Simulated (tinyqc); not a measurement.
Permeation of metal atoms or ions through a thin barrier or dielectric: time lag, field-aided drift and lifetime. From one set of inputs to another, one input at a time. Computed by tinyqc, a small Python program. Command: `OMP_NUM_THREADS=1 python tinyqc.py 3006633 3006634 out.jsonl barrier ladder`. One thread of a shared host (Intel(R) Xeon(R) Processor @ 2.30GHz), about 0.01 s of CPU time with the checks.

The film 0 < x < d is empty at first; C = C0 at x = 0 and C = 0 at x = d. dC/dt = D d2C/dx2.

The inputs printed are set A. Inputs not listed in the table keep their values of set A, so the rows need not describe a real material.

Inputs (values chosen for the exercise, for a model case: neutral metal atoms through a barrier): thickness d = 7.6 nm; prefactor D0 = 0.14 cm^2/s; activation energy E = 1.42 eV; concentration at the source side C0 = 1.5e+17 1/cm^3; charge number z = 0; voltage V (positive drives ions across) = 0 V; critical dose Q_c = 8e+10 1/cm^2; test temperature T = 250 C; use temperature T_u = 85 C.

Constants: k_B = 8.617333262e-05 eV/K.

Method:
- D = D0 exp(-E/(k_B T)); time scale d^2/D; Peclet number P = z V/(k_B T), k_B T in eV; 1 nm = 1e-7 cm.
- Temperatures in kelvin are T(C) + 273.15.
- Steady flux J = (D C0/d) P/(1 - exp(-P)); time lag in units of d^2/D: s_L = [P (1 + exp(-P))/(1 - exp(-P)) - 2]/P^2 (P = 0: J = D C0/d, s_L = 1/6).
- Dose through the film Q(s) = C0 d {f (s - s_L) - 2 exp(P/2) sum_(n=1..200) (-1)^n n^2 pi^2 exp(-l_n s)/l_n^2}, l_n = n^2 pi^2 + P^2/4, f = P/(1 - exp(-P)) the relative flux.
- Solve Q = Q_c for s. At the use temperature D and P take T_u, with the same C0 and V; 1 year = 3.15576e7 s.

Each row keeps all changes above it:
```
input moved                                               from              to  failure time at T_u (years)  steady flux J (1/(cm^2 s))  time lag (s)
set A                                                        -               -                   1.0887e+01                  5.7783e+08         32.88
critical dose Q_c (1/cm^2)                               8e+10      9000000000                   2.7989e+00                  5.7783e+08         32.88
prefactor D0 (cm^2/s) and activation energy E (eV)  0.14, 1.42  7.7e-08, 0.838                   3.2877e-02                  1.2849e+08        147.87
concentration at the source side C0 (1/cm^3)           1.5e+17         5.9e+14                   2.9805e+00                  5.0540e+05        147.87
thickness d (nm)                                           7.6              10                   3.9319e+00                  3.8410e+05        256.01
```

Failure time at T_u goes from 10.9 to 3.93, a factor 0.361 in all. The largest single move comes from concentration at the source side C0 (a factor 90.7), but it runs against the net change; the largest move in the direction of the net change is prefactor D0 with activation energy E (a factor 0.0117). Steady flux J goes from 5.78e8 to 384000, a factor 6.65e-4 in all. The largest single move comes from concentration at the source side C0 (a factor 0.00393). Time lag goes from 32.9 to 256, a factor 7.79 in all. The largest single move comes from prefactor D0 with activation energy E (a factor 4.50). The single moves hold for this order of the switches; the total does not depend on the order.

Caution (all rows): grain boundaries, pinholes, trapping and space charge are left out; thin real barriers usually fail at defects.

Extremes, crossings and ranges named in words are read from the listed rows.
